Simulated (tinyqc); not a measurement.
MOS capacitor on a p-type substrate, surface potential from the exact charge relation: two steps of the calculation.

Uniform p-type substrate, Boltzmann statistics, full ionisation, classical densities. psi is the surface potential against the body (positive when the bands bend down) and u = psi/Vt. Traps are spread evenly over the gap and neutral at flat band, so their charge is -q Dit psi; the minority quasi-Fermi level is shifted by Vb.

Values chosen for this exercise; band and dielectric values close to those of silicon:

| symbol | value | unit | meaning |
|---|---|---|---|
| T | 450 | K | temperature |
| Eg | 1.14 | eV | band gap |
| eps_r | 11.5 |  | relative permittivity |
| Nc | 5.22e19 | cm^-3 | conduction-band density of states at T |
| Nv | 4.87e19 | cm^-3 | valence-band density of states at T |
| chi | 4.12 | eV | electron affinity |
| N | 4.1e18 | cm^-3 | acceptor density of the substrate |
| eox | 3.9 |  | relative permittivity of the gate insulator (close to silicon dioxide) |
| tox | 2.2 | nm | insulator thickness |
| phiM | 5.02 | eV | gate work function |
| Nf | 0 | cm^-2 | fixed charge at the interface, in units of q |
| Dit | 0 | cm^-2 eV^-1 | density of interface traps |
| Vb | 0 | V | reverse bias of the inversion layer against the body |
| Vg | -0.88 | V | gate voltage against the body |

Constants: q = 1.602176634e-19 C, kB = 1.380649e-23 J/K, Vt = kB T/q, eps0 = 8.8541878128e-14 F/cm where lengths are in cm. Results are converted to the units shown.

Question 1. Flat band, threshold and scales. ni = sqrt(Nc Nv) exp(-Eg/(2 Vt)), Eg in volts; phiF = Vt ln(N/ni); Cox = eps0 eox/tox; Vfb = phiM - chi - (Eg - Vt ln(Nv/N)) - q Nf/Cox; Q0 = sqrt(2 eps0 eps_r q N Vt); r = (ni/N)^2 exp(-Vb/Vt); VT = Vfb + [(2 phiF + Vb)(1 + q Dit/Cox) + sqrt(2 eps0 eps_r q N (2 phiF + Vb))/Cox].

Give: ni; phiF; Cox; Vfb; Q0; r; VT.

Answer 1.

ni = 2.0839e13 cm^-3
phiF = 0.47269 V
Cox = 1.5696 uF/cm^2
Vfb = -0.14404 V
Q0 = 227.76 nC/cm^2
r = 2.5834e-11
VT = 1.5178 V

Question 2. Newton step for the surface potential. u = psi/Vt; F^2 = exp(-u) + u - 1 + r (exp(u) - u - 1); Qs = -sign(u) Q0 F; Cs = -dQs/dpsi = (Q0/Vt) |1 - exp(-u) + r (exp(u) - 1)|/(2 F). f = Vfb + psi + (q Dit psi - Qs)/Cox - Vg, f' = 1 + (Cs + q Dit)/Cox, psi(new) = psi - f/f'.

psi at the start = 0.038778000 V
Cox = 1.5696060 uF/cm^2
Vfb = -0.14403639 V
Q0 = 227.76034 nC/cm^2
r = 2.5834121e-11

Give: u; F; Qs; Cs; f; f'; psi after iteration 1.

Answer 2.

u = 1.000
F = 0.6065
Qs = -138.1 nC/cm^2
Cs = 3.061 uF/cm^2
f = 0.8628 V
f' = 2.950
psi after iteration 1 = -0.2537 V

tinyqc, about 0.01 s, one thread, Intel Xeon 2.30GHz (shared host): `OMP_NUM_THREADS=1 python tinyqc.py 2060068 2060069 out.jsonl`
